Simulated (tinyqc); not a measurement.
From Bragg frequency f_B back to thickness d_1: longitudinal sound in a periodic multilayer: transfer matrices, stop bands and folded phonons. Computed by tinyqc, a small Python program. Command: `OMP_NUM_THREADS=1 python tinyqc.py 3000813 3000814 out.jsonl multilayer inv`. One thread of a shared host (Intel(R) Xeon(R) Processor @ 2.30GHz), about 0.01 s of CPU time with the checks.

Layers 1 and 2 repeat with period d = d_1 + d_2; waves travel normal to the layers, without loss. State vector (u, s): displacement u and stress divided by omega. Impedances Z = rho v are in 1e6 kg/(m^2 s).

Inputs (values chosen for the exercise, modelled on silica (layer 1), titanium nitride (layer 2) and gallium arsenide (substrate)):
```
quantity            value    unit
density rho_1        2.18  g/cm^3
velocity v_1         5930     m/s
density rho_2         5.5  g/cm^3
velocity v_2        10300     m/s
thickness d_2        1590      nm
substrate density    5.35  g/cm^3
substrate velocity   4760     m/s
```

Method. Z = rho v; interface reflection r = (Z_2 - Z_1)/(Z_2 + Z_1) (stress amplitude, from 1 into 2); Bragg frequency f_B = 1/[2 (d_1/v_1 + d_2/v_2)]; long-wave velocity v_eff = d/sqrt[(d_1/v_1)^2 + (d_2/v_2)^2 + (Z_1/Z_2 + Z_2/Z_1)(d_1/v_1)(d_2/v_2)].

Question. A run gave the result below. Find the thickness d_1, known to lie between 220 and 670 nm.

Bragg frequency f_B = 2.271321 GHz

Answer.

Each step takes the trial c = (a f_b - b f_a)/(f_b - f_a), f being the result less the target and a, b, c the logarithms of the listed values; c replaces end b, the old b replaces a if the sign of f changed, and otherwise f_a is halved.

Scan of the range:
```
thickness d_1 (nm)  Bragg frequency f_B (GHz)
220                                   2.61140
265                                   2.51184
319                                   2.40196
384                                   2.28181
462                                   2.15259
557                                   2.01371
670                                   1.87018
```

False position (Illinois rule, in the logarithm of the input) inside the bracket:
```
step    end a    end b    trial  Bragg frequency f_B (GHz)
1     384.000  462.000  389.807                    2.27166
2     462.000  389.807  389.994                    2.27133
3     462.000  389.994  390.006                    2.27131
4     389.994  390.006  390.000                    2.27132
```

Bragg frequency f_B falls at every point of a 13-point scan of the range (every second point is shown), so one value fits; it is bracketed by 384 and 462. Answer: thickness d_1 = 390.0 nm.
